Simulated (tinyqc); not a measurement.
Valence-band offset from core levels (Kraut method), with the dipole against the affinity rule: one step of the calculation.

Binding energies are counted downwards from the Fermi level. dEv > 0 means that the valence edge of B lies below that of A, dEc > 0 that the conduction edge of B lies above that of A; dEc + dEv = EgB - EgA. The spectra are made-up values treated as data.

Task. Offsets. dEv = (iB - iA) - (cB - vB) + (cA - vA), dEc = EgB - EgA - dEv.

Parameters, values chosen for the exercise; gaps and affinities close to those of In0.53Ga0.47As (A) and titanium oxide (B):
- EgA = 0.74 eV (gap of the substrate A)
- EgB = 3.07 eV (gap of the overlayer B)
- cA = 64.68 eV (core level of bare A)
- cB = 46.47 eV (core level of thick B)
- vB = 2.51 eV (valence-band maximum of thick B)
- iA = 64.32 eV (core level of A under a thin film of B)
- iB = 46.19 eV (core level of B in that thin film)

vA = 0.54 eV

Wanted: cA - vA; cB - vB; iB - iA; dEv; dEc.

Result.

cA - vA = 64.140 eV
cB - vB = 43.960 eV
iB - iA = -18.130 eV
dEv = 2.0500 eV
dEc = 0.28000 eV

The alignment is type I (straddling). The conduction-band offset is below the 1 eV usually asked of a gate dielectric. A rigid shift of all levels, by charging or doping, cancels in the differences.

Program tinyqc, `OMP_NUM_THREADS=1 python tinyqc.py 2410165 2410166 out.jsonl`; Intel Xeon 2.30GHz, shared host, one thread, about 0.01 s.
